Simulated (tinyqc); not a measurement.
One-sided p+-n junction, ionisation integral and breakdown: one step of the calculation.

A p+ layer at x < 0 and an n drift layer from x = 0. Depletion approximation, built-in voltage neglected. Local ionisation coefficients alpha_n = an exp(-(bn/E)^mx), alpha_p = ap exp(-(bp/E)^mx). Electrons move towards +x, holes towards x = 0.

Problem. Ionisation integrals by the trapezoid rule. G(x) = integral from 0 to x of (alpha_n - alpha_p); I_n = integral of alpha_n exp(-G) (electrons injected at x = 0), I_p = integral of alpha_p exp(G(end) - G) (holes injected at the far edge); M = 1/(1 - I). All integrals by the trapezoid rule on the grid.

```
point     x (um)  alpha_n (1/cm)  alpha_p (1/cm)
0      0.0000000       279.27214       13992.026
1      0.5111075       146.64263       8601.1765
2      1.0222150       72.117714       5032.0466
3      1.5333225       32.870043       2779.6312
4      2.0444299       13.706528       1435.6534
5      2.5555374       5.1460013       684.98257
6      3.0666449       1.7048988       297.36063
7      3.5777524      0.48585197       115.20459
8      4.0888599      0.11521917       38.849969
9      4.5999674     0.021770309       11.035011
10     5.1110748    0.0030913516       2.5260905
11     5.6221823    3.0442859e-4      0.43859568
12     6.1332898    1.8558692e-5     0.053010127
13     6.6443973    5.9325170e-7    0.0039343694
```

Give: G; alpha_n exp(-G); I_n; I_p; M_n; M_p.

Solution.

```
point        G  alpha_n exp(-G) (1/cm)
0       0.0000                  279.27
1      -0.5665                  258.40
2      -0.9093                  179.04
3      -1.1063                   99.37
4      -1.2128                   46.09
5      -1.2665                   18.26
6      -1.2914                    6.20
7      -1.3019                    1.79
8      -1.3058                    0.43
9      -1.3071                    0.08
10     -1.3075                    0.01
11     -1.3075                    0.00
12     -1.3075                    0.00
13     -1.3075                    0.00
```

I_n = 0.038297
I_p = 0.71897
M_n = 1.0398
M_p = 3.5583

Numbers from tinyqc (`OMP_NUM_THREADS=1 python tinyqc.py 2120029 2120030 out.jsonl`; about 0.06 s on one thread of a shared Intel Xeon 2.30GHz).
